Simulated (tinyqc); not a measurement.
# Bulk resistivity and mean free path from two films

Problem. In the thick-film limit single-crystal films obey rho = rho0 (1 + 3 (1 - ps) lam/(8 d)). Find rho0, lam and the product rho0 lam.

Inputs (values chosen for the exercise):
- ps = 0 (specular share of surface scattering)

rho at d = 76 and 240 nm (uohm cm): 2.0202171  1.7945688

Solution. rho is a straight line in 1/d: the intercept is rho0 and the slope (3/8)(1 - ps) rho0 lam. Without ps only the product (1 - ps) lam could be found.

rho0 = 1.69 uohm cm
lam = 39.6 nm
rho0 lam = 66.9 uohm cm nm

Program tinyqc, `OMP_NUM_THREADS=1 python tinyqc.py 2100143 2100144 out.jsonl`; Intel Xeon 2.30GHz, shared host, one thread, about 0.01 s.
